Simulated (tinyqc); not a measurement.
## Thermal resistances of a two-die stack

Inverse problem. Heat leaves through the lower die only, and the system is linear. Find the resistance R1 from the lower die to the coolant, R2 between the dies, and the rise of the upper die when both are powered.

Parameters, values chosen for the exercise: power of the lower die P1 = 29 W; power of the upper die P2 = 16 W.

rises of the lower and upper die with only the lower one powered (K): 16.53  16.53
rises of the lower and upper die with only the upper one powered (K): 9.12  16

Solution. With only the lower die powered no heat crosses R2, so both dies rise by P1 R1; the difference in the second test is P2 R2; rises add.

R1 = 0.5700 K/W
R2 = 0.4300 K/W
rise of the upper die = 32.53 K

Program tinyqc, `OMP_NUM_THREADS=1 python tinyqc.py 2162224 2162225 out.jsonl`; Intel Xeon 2.30GHz, shared host, one thread, about 0.02 s.
